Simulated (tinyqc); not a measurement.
Classical nucleation, growth and JMAK kinetics of crystallisation from a melt or glass. From nose temperature back to interface energy gamma. Computed by tinyqc, a small Python program. Command: `OMP_NUM_THREADS=1 python tinyqc.py 3027389 3027390 out.jsonl nucl inv`. One thread of a shared host (Intel(R) Xeon(R) Processor @ 2.30GHz), about 0.02 s of CPU time with the checks.

A spherical nucleus cap on a flat wall with a sharp interface of isotropic energy gamma; lambda = Omega^(1/3) is the jump distance.

Inputs (values chosen for the exercise, for a model substance): melting point T_m = 1380 K; heat of melting per volume H = 1080 J/cm^3; atomic volume Omega = 22.9 angstrom^3; diffusion prefactor D0 = 1.8e-07 m^2/s; activation energy Q = 0.705 eV; contact angle theta = 80 degrees; wall area per volume S_v = 1.3e+06 1/m.

Nucleation: on a flat wall. Driving force: Thompson-Spaepen.

Constants: k_B = 8.617333262e-05 eV/K; k_B = 1.380649e-23 J/K.

Method:
- Driving force per volume: dG = H [(T_m - T)/T_m] [2 T/(T_m + T)].
- Shape factor f = (2 + cos theta)(1 - cos theta)^2/4.
- W(r) = f [4 pi r^2 gamma - (4/3) pi r^3 dG]; r* = 2 gamma/dG; W* = f 16 pi gamma^3/(3 dG^2); n* = f (4/3) pi r*^3/Omega.
- D = D0 exp(-Q/(k_B T)); attachment rate k+ = (A*/lambda^2) D/lambda^2 with A* = 2 pi r*^2 (1 - cos theta); Zeldovich factor Z = sqrt(W*/(3 pi k_B T))/n*; sites per volume N = S_v/lambda^2; I = N Z k+ exp(-W*/(k_B T)); lag time = 1/(4 pi Z^2 k+).
- Growth (Wilson-Frenkel): u = (D/lambda) [1 - exp(-dG Omega/(k_B T))].
- JMAK with steady nucleation and growth, nuclei spread at random: extended fraction X_e = (pi/3) I u^3 t^4, X = 1 - exp(-X_e); t_X = [-3 ln(1 - X)/(pi I u^3)]^(1/4); final grains per volume = Gamma(5/4) (3/pi)^(1/4) (I/u)^(3/4), Gamma(5/4) = 0.9064024771.
- The nose is the T between 0.3 and 0.97 T_m where I u^3 is largest; the time is for X = 1e-6, and the critical cooling rate is estimated as (T_m - T_nose)/t_nose.

Task: A run gave the result below. Find the interface energy gamma, known to lie between 0.09 and 0.15 J/m^2.

nose temperature = 989.9804 K

Result:

Each step takes the trial c = (a f_b - b f_a)/(f_b - f_a), f being the result less the target and a, b, c the logarithms of the listed values; c replaces end b, the old b replaces a if the sign of f changed, and otherwise f_a is halved.

Scan of the range:
```
interface energy gamma (J/m^2)  nose temperature (K)
0.090                                        1034.24
0.098                                        1013.70
0.107                                         991.65
0.116                                         970.78
0.127                                         946.96
0.138                                         925.05
0.150                                         903.36
```

False position (Illinois rule, in the logarithm of the input) inside the bracket:
```
step     end a     end b     trial  nose temperature (K)
1     0.107000  0.116000  0.107692               989.999
2     0.116000  0.107692  0.107700               989.981
3     0.116000  0.107700  0.107700               989.980
4     0.107700  0.107700  0.107700               989.980
```

Nose temperature falls at every point of a 13-point scan of the range (every second point is shown), so one value fits; it is bracketed by 0.107 and 0.116. Answer: interface energy gamma = 0.1077 J/m^2.

Caution: at the nose the nucleus has under 20 atoms or the barrier is under 10 k_B T, so the result is only a guide. Caution: at the nose the lag time is not small against the nose time, so steady nucleation overstates the critical cooling rate.
